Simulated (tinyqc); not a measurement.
## Bandgap voltage reference from two bipolar transistors: output against temperature

Two transistors of area 1 and N carry the same current I. Is(T) = Is (T/T0)^eta exp[(Vg0 q/kB)(1/T0 - 1/T)], VBE1 = Vt ln(I/Is(T)) + I rb, VBE2 = Vt ln(I/(N Is(T))) + I rb/N. The amplifier forces I R1(T) = VBE1 - VBE2 + Vos, with R(T) = R (1 + tc (T - T0)) for both resistors, and the output is Vref = VBE1 + I R2(T). Base currents and the Early effect are neglected.

Vt = kB T/q; I = (Vt ln N + Vos)/(R1(T) - rb (1 - 1/N)).

Parameters, values chosen for the exercise; values of the order met in silicon bipolar transistors: reference temperature T0 = 298 K; band-gap voltage extrapolated to 0 K Vg0 = 1.176 V; temperature exponent of the saturation current eta = 3.9; saturation current of the unit transistor at T0 Is = 4.7e-18 A; area ratio of the second transistor N = 24; resistor across which the difference of VBE falls, at T0 R1 = 11 kohm; temperature coefficient of both resistors tc = 0 ppm/K; offset of the amplifier Vos = 0 mV; series resistance of the unit transistor rb = 10 ohm; output resistor at T0 R2 = 67.69 kohm.

Constants: q = 1.602176634e-19 C, kB = 1.380649e-23 J/K. Results are converted to the units shown.

Result of one run:

| T (K) | I (uA) | VBE1 (V) | I R2 (V) | Vref (V) | Vref - Vref(T0) (mV) | dVref/dT (uV/K) |
|---|---|---|---|---|---|---|
| 233 | 5.806 | 0.8349 | 0.3930 | 1.228 | 3.853 | -27.28 |

What becomes of these results when the temperature T is changed from 233 to 323 K, all else the same?

Result of the changed run:

| T (K) | I (uA) | VBE1 (V) | I R2 (V) | Vref (V) | Vref - Vref(T0) (mV) | dVref/dT (uV/K) |
|---|---|---|---|---|---|---|
| 323 | 8.049 | 0.6767 | 0.5448 | 1.222 | -2.474 | -108.9 |

The whole series:

| T (K) | I (uA) | VBE1 (V) | I R2 (V) | Vref (V) | Vref - Vref(T0) (mV) | dVref/dT (uV/K) |
|---|---|---|---|---|---|---|
| 218 | 5.432 | 0.8605 | 0.3677 | 1.228 | 4.139 | -10.65 |
| 233 | 5.806 | 0.8349 | 0.3930 | 1.228 | 3.853 | -27.28 |
| 253 | 6.304 | 0.8004 | 0.4267 | 1.227 | 3.099 | -47.86 |
| 273 | 6.803 | 0.7655 | 0.4605 | 1.226 | 1.949 | -66.87 |
| 298 | 7.426 | 0.7214 | 0.5026 | 1.224 | 0 | -88.77 |
| 323 | 8.049 | 0.6767 | 0.5448 | 1.222 | -2.474 | -108.9 |
| 348 | 8.672 | 0.6316 | 0.5870 | 1.219 | -5.432 | -127.5 |
| 373 | 9.295 | 0.5860 | 0.6291 | 1.215 | -8.840 | -144.9 |
| 398 | 9.918 | 0.5400 | 0.6713 | 1.211 | -12.67 | -161.1 |
| 423 | 10.54 | 0.4936 | 0.7135 | 1.207 | -16.89 | -176.3 |

VBE1 falls by 1.79 mV/K on average and I R2 rises by 1.69 mV/K. The slope of Vref vanishes at T = 209 K. Between 233 and 398 K Vref spans 16.5 mV, or 82.0 ppm/K by the box method (span over the average over T, over 165 K).

Program tinyqc, `OMP_NUM_THREADS=1 python tinyqc.py 2062126 2062127 out.jsonl`; Intel Xeon 2.30GHz, shared host, one thread, about 0.03 s.
